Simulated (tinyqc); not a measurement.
Worked calculation: Born-Oppenheimer dynamics on the UHF/6-311g surface (energies and gradients from PySCF), for H2+, spin multiplicity 2. One step of it, computed by the program tinyqc.

Problem. Velocity Verlet step 1. dt = 1 fs = 41.3414 atomic units; x' = x + v dt - g dt^2 / (2m); after the new gradient g', v' = v - (g + g') dt / (2m).

positions (bohr):
```
           x         y         z
1H  0.000000  0.000000  0.000000
2H  0.000000  0.000000  1.241550
```

velocities (bohr per atomic time unit):
```
               x             y             z
1H   0.000140500  -0.000148000   0.000033500
2H  -0.000140500   0.000148000  -0.000033500
```

gradient (hartree/bohr):
```
             x           y            z
1H  0.00000000  0.00000000   0.23476112
2H  0.00000000  0.00000000  -0.23476112
```

masses (electron masses): 1H 1837.152588, 2H 1837.152588

gradient after step 1 (hartree/bohr):
```
              x            y            z
1H  -0.00092085   0.00097001   0.11550816
2H   0.00092085  -0.00097001  -0.11550816
```

Give: positions after step 1; velocities after step 1.

Solution.

positions after step 1 (bohr):
```
          x        y        z
1H   0.0058  -0.0061  -0.1078
2H  -0.0058   0.0061   1.3494
```

velocities after step 1 (bohr per atomic time unit):
```
             x           y           z
1H   0.0001509  -0.0001589  -0.0039075
2H  -0.0001509   0.0001589   0.0039075
```
